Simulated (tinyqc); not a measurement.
# Six-transistor SRAM cell, nodal equations and margins: effect of the supply voltage

Two cross-coupled inverters (pull-down bn, pull-up bp) hold the nodes Q and QB; access transistors (ba, threshold VTn, gate on the word line at Vdd when selected) join them to the bit lines. Transistor (EKV form, voltages against the body): I = 2 n b Vt^2 [F(vp - Vs) - F(vp - Vd)] from drain to source, F(v) = ln^2(1 + exp(v/(2 Vt))), vp = (Vg - VT + sg |Vd - Vs|)/n. n-channel bodies are at 0; for the p-channel device all voltages are counted down from Vdd. b in uA/V^2 gives I in uA. For an access transistor the bit line is the drain and the node the source. In a read both bit lines are at Vdd. The cell is symmetric (no mismatch).

f(x) is the node voltage of one half-cell for input x: In = Ip in hold, In = Ip + Ia in a read. Static noise margin: side of the largest square between the curve (x, f(x)) and its mirror image (f(y), y); with h(c) the root x of f(x) - x = c, it is the maximum over c > 0 of h(c) - h(-c) + c. Q is the low node in a read and Iread the current of its access transistor. The write trip is the voltage to which the bit line of the high node must fall (the other staying at Vdd) for that state to vanish; higher is easier, and a negative value means that a grounded bit line does not write.

Values chosen for this exercise: temperature T = 300 K; slope factor n = 1.11; drain-induced barrier lowering sg = 0.08; n-channel threshold VTn = 0.42 V; p-channel threshold (magnitude) VTp = 0.31 V; gain factor of the pull-down transistor bn = 340 uA/V^2; gain factor of the access transistor ba = 340 uA/V^2; gain factor of the pull-up transistor bp = 88 uA/V^2.

Constants: q = 1.602176634e-19 C, kB = 1.380649e-23 J/K, Vt = kB T/q. Results are converted to the units shown.

Result of one run:
```
Vdd (V)  hold margin (mV)  read margin (mV)  Q in a read (mV)  Iread (uA)  write trip (mV)
0.6                 236.1             134.8             70.77       3.368            128.8
```

What becomes of these results when the supply voltage Vdd is changed from 0.6 to 0.4 V, all else the same?

Result of the changed run:
```
Vdd (V)  hold margin (mV)  read margin (mV)  Q in a read (mV)  Iread (uA)  write trip (mV)
0.4                 145.5             94.53             36.25      0.1059            37.85
```

The whole series:
```
Vdd (V)  hold margin (mV)  read margin (mV)  Q in a read (mV)  Iread (uA)  write trip (mV)
0.4                 145.5             94.53             36.25      0.1059            37.85
0.5                 191.2             115.8             49.72      0.9296            78.55
0.6                 236.1             134.8             70.77       3.368            128.8
0.7                 279.0             150.4             96.44       7.578            184.1
0.85                334.9             164.9             138.0       17.07            272.0
1                   378.6             168.8             180.6       30.34            363.0
```

As Vdd goes from 0.4 to 1 V, the read margin rises from 94.5 to 169 mV, the write trip rises from 37.9 to 363 mV and Iread rises from 0.106 to 30.3 uA. The read margin is 0.65 of the hold margin in the first row and 0.45 in the last. At Vdd = 0.4 V the read margin is under 100 mV, which threshold mismatch, left out here, can use up in a large array.

Numbers from tinyqc (`OMP_NUM_THREADS=1 python tinyqc.py 2340095 2340096 out.jsonl`; about 0.1 s on one thread of a shared Intel Xeon 2.30GHz).
